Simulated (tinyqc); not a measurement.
Isotope effect over temperature: harmonic transition-state theory with quantum, tunnelling and friction corrections. Computed by tinyqc, a small Python program. Command: `OMP_NUM_THREADS=1 python tinyqc.py 3011853 3011854 out.jsonl rates walk`. One thread of a shared host (Intel(R) Xeon(R) Processor @ 2.30GHz), about 0.07 s of CPU time with the checks.

One atom hops between equivalent sites; three modes at the minimum and two real modes at the saddle are treated as harmonic, the rest of the crystal as unchanged; melting is ignored, so hot rows may lie above the melting point.

Inputs (values chosen for the exercise, modelled on interstitial copper in silicon):
```
quantity                                value  unit
barrier E_b                             0.195    eV
imaginary frequency at the saddle nu_b   2.61   THz
temperature T                             120     K
mass ratio of the heavier isotope        1.03     -
```

Lattice of sites: three-dimensional. Correction studied: isotope.

frequencies at the minimum (THz): 4.72  4.99  7.66

real frequencies at the saddle (THz): 5.3  8.5

Constants: h x 1 THz = 4.135667696 meV; k_B = 8.617333262e-05 eV/K.

Method:
- Vineyard: nu* = product of minimum frequencies / product of real saddle frequencies; k_cl = nu* exp(-E_b/(k_B T)).
- Quantum harmonic: k_q = (k_B T/h) [prod 2 sinh(x_i/2) (minimum) / prod 2 sinh(x_j/2) (saddle)] exp(-E_b/(k_B T)), x = h nu/(k_B T).
- Zero-point correction to the barrier = (h/2)(sum of saddle frequencies - sum of minimum frequencies).
- With u = h nu_b/(k_B T): Wigner factor 1 + u^2/24; parabolic barrier (Bell) (u/2)/sin(u/2), valid above T_c = h nu_b/(2 pi k_B); symmetric Eckart barrier: kappa = int_0^infinity P(E) exp(-(E - E_b)/(k_B T)) dE/(k_B T), P = (cosh 2a - 1)/(cosh 2a + cosh 2d), a = alpha sqrt(E/E_b), alpha = 2 pi E_b/(h nu_b), 2d = 2 sqrt(alpha^2 - pi^2/4).
- All frequencies of the heavier isotope are divided by sqrt(mass ratio); each column is light over heavy.

zero-point correction = -7.38217 meV

Rate ratios:
```
T (K)  classical  quantum harmonic  with Eckart tunnelling
48        1.0149            1.0273                  1.0369
60        1.0149            1.0228                  1.0287
78        1.0149            1.0193                  1.0227
96        1.0149            1.0176                  1.0199
120       1.0149            1.0165                  1.0179
180       1.0149            1.0155                  1.0161
240       1.0149            1.0152                  1.0156
360       1.0149            1.0150                  1.0152
```

What follows from these numbers?

The classical ratio is sqrt(mass ratio) = 1.0149 at any T. The quantum ratio is 1.0273 in the coldest row, above it, as the minimum holds more zero-point energy than the saddle; tunnelling multiplies it by a further 1.009. In the hottest row the full ratio is 1.0152.

Extremes, crossings and ranges named in words are read from the listed rows.
